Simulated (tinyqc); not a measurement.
Six-band Luttinger-Kohn model with strain, step by step. Values are carried at full precision from step to step, so a last printed digit may differ when a step is redone from the rounded ones.

Constants: hbar^2/2m0 = 3.80998211 eV angstrom^2.

Parameters, chosen for this exercise (near those of Ge; the results hold for these values, not for the real material):
```
symbol  value                  unit        meaning
C11     126                    GPa
C12     49.4                   GPa
C44     66.9                   GPa
load    uniaxial [110]                     kind of stress
X       2.44                   GPa         stress
Dso     0.285                  eV          spin-orbit splitting
g1      13.42                              Luttinger gamma1
g2      4.22                               gamma2
g3      5.69                               gamma3
av      1.27                   eV          valence hydrostatic potential
b       -2.57                  eV          tetragonal shear potential
d       -5.4                   eV          trigonal shear potential
k       (-0.009, 0.028, 0.02)  1/angstrom  wave vector
kmax    0.03                   1/angstrom  end of the path
```

## Strain from a uniaxial [110] stress

s11 = (C11 + C12)/((C11 - C12)(C11 + 2 C12)), s12 = -C12/((C11 - C12)(C11 + 2 C12)), s44 = 1/C44; exx = s11 sxx + s12 (syy + szz) and cyclic, exy = s44 sxy/2; tension is positive. A uniaxial stress X along the unit vector n is s_ij = X n_i n_j.

s11, s12, s44 (1/TPa): 10.1860  -2.8688  14.9477

strain tensor:
```
,x,y,z
x,0.008927,0.009118,0.000000
y,0.009118,0.008927,0.000000
z,0.000000,0.000000,-0.007000
```

The volume changes by +1.085 %; there is shear in the cubic axes, so d enters.

## The terms P, Q, R, S at one k

P = c g1 k^2 - av tr(e); Q = c g2 (kx^2 + ky^2 - 2 kz^2) - (b/2)(exx + eyy - 2 ezz); R = c sqrt3 [-g2 (kx^2 - ky^2) + 2i g3 kx ky] + (sqrt3/2) b (exx - eyy) - i d exy; S = 2 c sqrt3 g3 (kx - i ky) kz - d (exz - i eyz); c = hbar^2/2m0, e the strain tensor (not engineering shear).

Form the four terms.

Terms (eV):
```
term,from k,from strain
P,0.06468,-0.01378
Q,0.00105,0.04093
R,0.01958-0.01892i,0.04924i
S,-0.01352-0.04205i,0.00000
```

## The Hamiltonian

Six-band Luttinger-Kohn model in the basis |3/2,3/2>, |3/2,1/2>, |3/2,-1/2>, |3/2,-3/2>, |1/2,1/2>, |1/2,-1/2>, electron energies, zero at the top of the unstrained valence band. H = -[rows: (P+Q, -S, R, 0, -S/r2, r2 R); (-S*, P-Q, 0, R, -r2 Q, r32 S); (R*, 0, P-Q, S, r32 S*, r2 Q); (0, R*, S*, P+Q, -r2 R*, -S*/r2); (-S*/r2, -r2 Q, r32 S, -r2 R, P+Dso, 0); (r2 R*, r32 S*, r2 Q, -S/r2, 0, P+Dso)], r2 = sqrt(2), r32 = sqrt(3/2). Levels are twofold.

Each term is the sum of its two parts.

H(k) (eV):
```
,3/2,3/2,3/2,1/2,3/2,-1/2,3/2,-3/2,1/2,1/2,1/2,-1/2
3/2,3/2,-0.0929,-0.0135-0.0421i,-0.0196-0.0303i,0,-0.0096-0.0297i,-0.0277-0.0429i
3/2,1/2,-0.0135+0.0421i,-0.0089,0,-0.0196-0.0303i,0.0594,0.0166+0.0515i
3/2,-1/2,-0.0196+0.0303i,0,-0.0089,0.0135+0.0421i,0.0166-0.0515i,-0.0594
3/2,-3/2,0,-0.0196+0.0303i,0.0135-0.0421i,-0.0929,0.0277-0.0429i,-0.0096+0.0297i
1/2,1/2,-0.0096+0.0297i,0.0594,0.0166+0.0515i,0.0277+0.0429i,-0.3359,0
1/2,-1/2,-0.0277+0.0429i,0.0166-0.0515i,-0.0594,-0.0096-0.0297i,0,-0.3359
```

## Levels and their make-up

Diagonalise H. The weights add +m and -m and are averaged over each pair; m is taken along z.

levels from the top, each twofold (eV): 0.0362  -0.1056  -0.3683

weights:
```
,top,second,third
|3/2,+-3/2>,0.180,0.771,0.049
|3/2,+-1/2>,0.775,0.175,0.050
|1/2,+-1/2>,0.045,0.054,0.901
```

The top pair is 77 % |3/2,+-1/2>, the second pair is 77 % |3/2,+-3/2> and the third pair is 90 % |1/2,+-1/2>.

## Band edges at k = 0
Diagonalise H at k = 0. The weights add +m and -m (m along z) and are averaged over each pair.

edges from the top (eV): 0.0796  -0.0203  -0.3030

weights at k = 0:
```
,top,second,third
|3/2,+-3/2>,0.141,0.785,0.074
|3/2,+-1/2>,0.853,0.111,0.036
|1/2,+-1/2>,0.006,0.104,0.890
```

The stress splits the top two pairs by 99.9 meV, 3.86 times kT at 300 K (25.85 meV); the third lies 382.6 meV below the top, against Dso = 285 meV without stress.

## Polarisation of the edge transitions

In the basis X, Y, Z times spin, H(k = 0) has -Dso/3 + l exx + m (eyy + ezz) on the diagonal (cyclic) and n exy off it, l = av + 2 b, m = av - b, n = sqrt(3) d. Spin-orbit term (Dso/3) L.sigma on X, Y, Z with (L_k)_ij = -i epsilon_kij: <X+|H|Y+> = -i Dso/3, <X+|H|Z-> = Dso/3, <Y+|H|Z-> = -i Dso/3, <Z+|H|X-> = -Dso/3, <Z+|H|Y-> = i Dso/3, <X-|H|Y-> = i Dso/3, and their conjugates; + and - are the spin along z. The strength of a transition to an s-like conduction level for light polarised along the unit vector u is the weight of the orbital ux X + uy Y + uz Z in the valence state, summed over spin and averaged over the pair.

strain block of X, Y, Z (eV):
```
,X,Y,Z
X,-0.02715,-0.08528,0
Y,-0.08528,-0.02715,0
Z,0,0,0.09565
```

Relative strengths:
```
polarisation,top,second,third
[100],0.181,0.395,0.424
[010],0.181,0.395,0.424
[001],0.639,0.210,0.152
[110],0.004,0.332,0.664
[1-10],0.357,0.458,0.185
[111],0.216,0.291,0.493
```

The top pair is strongest for light along [001] (0.639) and weakest along [110] (0.004); without strain every direction has 1/3 on average over the fourfold top. For each polarisation the three pairs add up to 1.

## Hole masses at the edges

Curvature at k = 0: m/m0 = -2 c h^2/(E(h u) + E(-h u) - 2 E(0)) with h = 0.0002 1/angstrom along the unit vector u.

Hole masses (m0):
```
direction,top,second,third
[110],0.283,0.078,0.042
[1-10],0.064,0.058,0.133
[100],0.105,0.067,0.064
[001],0.047,0.097,0.113
```

Of the directions listed, the top pair is lightest along [001] (0.047) and heaviest along [110] (0.283). These masses hold only for hole energies well below the splitting of 100 meV.

## Bands along [110] and [001]

Six points from 0 to kmax in each direction.

Levels (eV):
```
direction,|k| (1/angstrom),top,second,third,"top, no stress","second, no stress"
[110],0.000,0.0796,-0.0203,-0.3030,0.0000,0.0000
[110],0.006,0.0791,-0.0220,-0.3063,-0.0004,-0.0033
[110],0.012,0.0777,-0.0271,-0.3163,-0.0015,-0.0130
[110],0.018,0.0754,-0.0350,-0.3337,-0.0033,-0.0286
[110],0.024,0.0722,-0.0452,-0.3590,-0.0058,-0.0490
[110],0.030,0.0682,-0.0567,-0.3932,-0.0090,-0.0727
[001],0.000,0.0796,-0.0203,-0.3030,0.0000,0.0000
[001],0.006,0.0767,-0.0217,-0.3042,-0.0007,-0.0030
[001],0.012,0.0683,-0.0262,-0.3079,-0.0027,-0.0118
[001],0.018,0.0552,-0.0343,-0.3142,-0.0061,-0.0262
[001],0.024,0.0389,-0.0473,-0.3236,-0.0109,-0.0454
[001],0.030,0.0214,-0.0666,-0.3365,-0.0171,-0.0686
```

## Checks

- Levels against the same model in the basis X, Y, Z times spin: they agree to 1e-10 or better.

Computed by tinyqc, a small Python program: `OMP_NUM_THREADS=1 python tinyqc.py 1080823 1080824 out.jsonl` (the numbers bound the seed that draws the inputs); one thread of a shared host (Intel(R) Xeon(R) Processor @ 2.30GHz), about 0.08 s for the whole set of steps.
